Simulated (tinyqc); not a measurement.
# Frequency dispersion of an accumulation capacitance by border traps, distributed model: what changes with what

Traps spread evenly through the insulator exchange electrons with the semiconductor by tunnelling, with tau(x) = t0 exp(2 ka x) at depth x from the interface. The admittance per area Y seen at depth x obeys dY/dx = -Y^2/(i w eps0 eox) + q Nb ln(1 + i w tau)/tau, with Y(0) = i w Cs and w = 2 pi f; the gate sees Y(tox) = G + i w C. Working variable y = Y/(i w), in uF/cm^2. Cox = eps0 eox/tox.

Inputs (values chosen for the exercise); permittivity close to that of aluminium oxide:

| symbol | value | unit | meaning |
|---|---|---|---|
| eox | 8.41 |  | relative permittivity of the insulator |
| tox | 7.9 | nm | insulator thickness |
| Cs | 1.3 | uF/cm^2 | semiconductor capacitance in accumulation |
| Nb | 6.4e18 | cm^-3 eV^-1 | density of border traps |
| ka | 4.8 | 1/nm | decay constant of the wave function in the insulator |
| t0 | 4e-10 | s | time constant of a trap at the interface |
| f | 100 | Hz | frequency |

Constants: q = 1.602176634e-19 C, eps0 = 8.8541878128e-14 F/cm where lengths are in cm. Results are converted to the units shown.

Each table varies one quantity; the others keep the values above.

## Capacitance and loss against frequency

Cox; trap-free value 1/(1/Cox + 1/Cs); response depth d = ln(1/(w t0))/(2 ka), where w tau = 1; lumped estimate: all traps within d act as C_bt = q Nb d placed at d/2, so C = 1/{1/[1/(1/Cs + d/(2 eps0 eox)) + C_bt] + (tox - d/2)/(eps0 eox)}. C and G from a fine integration; dispersion -d C/d log10 f over C, from f times and over 1.1. For a broad spread of time constants G/w is close to -(pi/2) dC/d ln w.

The same in every row: trap-free C (uF/cm^2) = 0.5464.

Capacitance and loss against frequency:
```
f (Hz)	d (nm)	C (uF/cm^2)	G/w (uF/cm^2)	dispersion (% a decade)	-(pi/2) dC/d ln w (uF/cm^2)	lumped C (uF/cm^2)
10	1.823	0.5909	0.004649	1.153	0.004647	0.5873
100	1.583	0.5842	0.004413	1.107	0.004412	0.5810
1000	1.343	0.5779	0.004186	1.062	0.004185	0.5750
10000	1.103	0.5720	0.003967	1.016	0.003966	0.5692
1e5	0.8634	0.5663	0.003755	0.9718	0.003754	0.5638
1e6	0.6236	0.5610	0.003548	0.9276	0.003550	0.5586
1e7	0.3837	0.5559	0.003330	0.8837	0.003351	0.5537
```

What does the comparison show?

C falls from 0.5909 to 0.5559 uF/cm^2, towards the trap-free 0.5464; each decade of frequency removes ln 10/(2 ka) = 0.240 nm from the response depth. The dispersion falls from 1.15 to 0.884 % a decade and G/w falls from 0.00465 to 0.00333 uF/cm^2. G/w lies between 0.994 and 1.00 times -(pi/2) dC/d ln w, the relation for a broad spread of time constants.

## Effect of the density of border traps

Same model as above.

The same in every row: d (nm) = 1.583; trap-free C (uF/cm^2) = 0.5464.

Effect of the density of border traps:
```
Nb (cm^-3 eV^-1)	C (uF/cm^2)	G/w (uF/cm^2)	dispersion (% a decade)	-(pi/2) dC/d ln w (uF/cm^2)	lumped C (uF/cm^2)
1e18	0.5527	7.619e-4	0.2020	7.616e-4	0.5521
2e18	0.5588	0.001495	0.3921	0.001495	0.5577
6e18	0.5820	0.004167	1.049	0.004166	0.5790
1e19	0.6034	0.006475	1.573	0.006473	0.5984
3e19	0.6889	0.01428	3.037	0.01427	0.6756
7e19	0.7959	0.02093	3.848	0.02089	0.7708
2e20	0.9413	0.02495	3.873	0.02487	0.8964
4e20	1.018	0.02552	3.663	0.02544	0.9586
```

Read the table: what changes, and by how much?

As Nb goes from 1e18 to 4e20, C rises from 0.553 to 1.02 uF/cm^2, the dispersion goes from 0.202 through a maximum of 3.87 (at Nb = 2e20 among the rows listed) to 3.66 % a decade and G/w rises from 7.62e-4 to 0.0255 uF/cm^2. The lumped estimate is 0.095 % below C in the first row and 5.8 % below it in the last. The dispersion goes as Nb^(0.96) between the first two rows and Nb^(-0.08) between the last two: dense traps near the interface screen those behind them.

tinyqc, about 0.5 s, one thread, Intel Xeon 2.30GHz (shared host): `OMP_NUM_THREADS=1 python tinyqc.py 2202240 2202241 out.jsonl`
